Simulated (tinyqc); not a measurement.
Ways to converge the cycle: SCF convergence aids in the sto-6g basis, for BeH2, spin multiplicity 1. Computed by the program tinyqc with PySCF. 

Geometry (angstrom):
```
atom       x        y       z
Be    0.0000   0.0000  0.0000
H     0.0000   1.7030  0.0000
H     0.0000  -1.7030  0.0000
```

lowest restricted solution found by these runs and by PySCF = -15.631722 hartree

RHF with one setting changed at a time; a run stops when the energy changes by less than 1e-09 hartree and the error matrix is below 1e-5. The start is the Wolfsberg-Helmholz matrix. Damping d keeps d of the old density; a shift (hartree) raises the virtual levels; DIIS n extrapolates F over n matrices.

Largest element of the error matrix X^T (FDS - SDF) X:
```
iteration    plain  damping 0.3  damping 0.6  shift 0.4   DIIS 3   DIIS 8
1          2.0e-01      2.0e-01      2.0e-01    2.0e-01  2.0e-01  2.0e-01
2          1.9e-02      7.1e-02      1.3e-01    7.2e-02  1.9e-02  1.9e-02
3          5.6e-03      2.7e-02      8.0e-02    2.7e-02  4.9e-03  4.9e-03
4          1.7e-03      1.1e-02      5.2e-02    1.1e-02  6.5e-04  6.5e-04
5          5.0e-04      5.1e-03      3.4e-02    4.8e-03  1.0e-05  6.9e-07
6          1.5e-04      2.4e-03      2.2e-02    2.2e-03  2.2e-07  1.9e-08
8          1.4e-05      5.8e-04      9.7e-03    5.7e-04        -        -
10               -      1.5e-04      4.4e-03    1.7e-04        -        -
14               -      9.8e-06      1.0e-03    1.4e-05        -        -
20               -            -      1.3e-04          -        -        -
30               -            -      4.6e-06          -        -        -
```

How each run ends:
```
run          iterations  E (hartree)         state
plain                 9    -15.63172  lowest found
damping 0.3          17    -15.63172  lowest found
damping 0.6          36    -15.63172  lowest found
shift 0.4            15    -15.63172  lowest found
DIIS 3                6    -15.63172  lowest found
DIIS 8                6    -15.63172  lowest found
```

6 of 6 runs reach the lowest restricted solution found, in 6 to 36 iterations (fastest: DIIS 3, DIIS 8). Plain steps already contract here, so damping only slows them. DIIS 3 and DIIS 8 gain by cancelling the error over several earlier matrices, much as a quasi-Newton step does.
